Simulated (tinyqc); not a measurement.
Input admittance of a MOSFET at zero drain bias: distributed channel and distributed gate: one step of the calculation.

Source and drain grounded, strong inversion, w = 2 pi f, Cox = eps0 eox/tox. The channel is an RC line of resistance 1/(mu Cox Vo) per square fed from both ends, so one finger has the intrinsic admittance y = i w Cox L tanh(g)/g per width, g = (1/2) sqrt(i w tau), tau = L^2/(mu Vo). The vertical resistance rv/L is in series with y, the overlaps 2 i w Cov in parallel: y_t = 1/(1/y + rv/L) + 2 i w Cov. The gate strip is a line of Rsh/L per length loaded by y_t, so a finger has Y = y_t Wf tanh(k)/k, k = (Wf/sd) sqrt(y_t Rsh/L); the device has Nf Y.

Problem. Admittance of the channel and stack per width. tau, g, c = Cox L, y and y_t as defined.

Values chosen for this exercise; values of the order met in silicon radio-frequency transistors: relative permittivity of the gate insulator (close to silicon nitride) eox = 7.59; insulator thickness tox = 6.2 nm; channel length L = 0.59 um; channel mobility mu = 210 cm^2/(V s); gate overdrive Vo = 0.54 V; vertical resistivity of the gate stack rv = 0 ohm um^2; overlap and fringe capacitance on each side Cov = 0.27 fF/um; frequency f = 7.5 GHz.

Constants: eps0 = 8.8541878128e-14 F/cm where lengths are in cm. Results are converted to the units shown.

Wanted: tau; g; c; y; y_t.

Solution.

tau = 30.697 ps
g = 0.42523+0.42523i
c = 6.3952 fF/um
y = 35.58+296.22i uS/um
y_t = 35.58+321.67i uS/um

w tau = 1.45, and Im y is 0.983 of w c.

Numbers from tinyqc (`OMP_NUM_THREADS=1 python tinyqc.py 2262025 2262026 out.jsonl`; about 0.01 s on one thread of a shared Intel Xeon 2.30GHz).
